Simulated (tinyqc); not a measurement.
## Partial widths from the peak

Problem. A Breit-Wigner resonance has total width G = GL + GR and peak transmission Tp = 4 GL GR/G^2. GL is known to be the larger. Find GL, GR and the lifetime hbar/G.

Constants: q = 1.602176634e-19 C, hbar = 1.054571817e-34 J s. Results are converted to the units shown.

G = 17.638492 meV
Tp = 0.86422726

Answer. GL and GR have the sum G and the product Tp G^2/4, so they are (G/2)(1 +/- sqrt(1 - Tp)).

GL = 12.07 meV
GR = 5.570 meV
lifetime = 37.32 fs

Computed by the program tinyqc: `OMP_NUM_THREADS=1 python tinyqc.py 2600067 2600068 out.jsonl`, one thread of a shared Intel Xeon 2.30GHz, about 0.2 s for the whole run.
